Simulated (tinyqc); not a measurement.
Landau levels of a parabolic two-dimensional band: one step. The lowest levels. Three cases, with inputs chosen for the exercise.

Problem. List the eight lowest, in meV, with the gap to the next.

E(N, s) = (N + 1/2) hbar wc + s gs muB B with s = +/-1/2.

In a field B along z: l = 1/sqrt((e/hbar) B) is the magnetic length, n_B = B/(h/e) the number of states per area in one level, hbar wc = 2 muB B/m for mass m in m0; 1/angstrom^2 = 1e16/cm^2.

Constants: hbar^2/2m0 = 3.80998211 eV angstrom^2; e/hbar = 1.519267448e-05 1/(T angstrom^2); h/e = 413566.7697 T angstrom^2; muB = 5.788381798e-05 eV/T.

Case 1.

Values chosen (near those of a two-dimensional electron gas in Ge (111); not measured data): m = 0.0824 m0 (mass); gs = 0.9 (g factor); gv = 1 (valleys); B = 9.4 T (magnetic field).

Case 2.

Values chosen (near those of a two-dimensional electron gas in Ge (111); not measured data): m = 0.0799 m0 (mass); gs = 0.87 (g factor); gv = 1 (valleys); B = 9.3 T (magnetic field).

Case 3.

Values chosen (near those of a two-dimensional electron gas in InAs; not measured data): m = 0.0288 m0 (mass); gs = -12.64 (g factor); gv = 1 (valleys); B = 11.6 T (magnetic field).

Give: a table of label, E (meV), gap above (meV).

Solution.

Case 1.

Levels:
```
label  E (meV)  gap above (meV)
0-       6.358            0.490
0+       6.848           12.717
1-      19.565            0.490
1+      20.055           12.717
2-      32.771            0.490
2+      33.261           12.717
3-      45.978            0.490
3+      46.468           12.717
```

The largest of these gaps, 12.72 meV, first occurs above level 0+ and is kB T at 148 K.

Case 2.

Levels:
```
label  E (meV)  gap above (meV)
0-       6.503            0.468
0+       6.972           13.006
1-      19.978            0.468
1+      20.446           13.006
2-      33.453            0.468
2+      33.921           13.006
3-      46.928            0.468
3+      47.396           13.006
```

The largest of these gaps, 13.01 meV, first occurs above level 0+ and is kB T at 151 K.

Case 3.

Levels:
```
label  E (meV)  gap above (meV)
0+      19.071            8.487
0-      27.558           38.141
1+      65.699            8.487
1-      74.187           38.141
2+     112.328            8.487
2-     120.815           38.141
3+     158.957            8.487
3-     167.444           38.141
```

The largest of these gaps, 38.14 meV, first occurs above level 0- and is kB T at 443 K. So far up a narrow-gap band the mass grows and g shrinks, which fixed values leave out.

Computed by tinyqc, one run a case: `OMP_NUM_THREADS=1 python tinyqc.py N N+1 out.jsonl` with N = 1251867, 1252002, 1252232; one thread of a shared Intel(R) Xeon(R) Processor @ 2.30GHz, about 0.01 s a run at most.
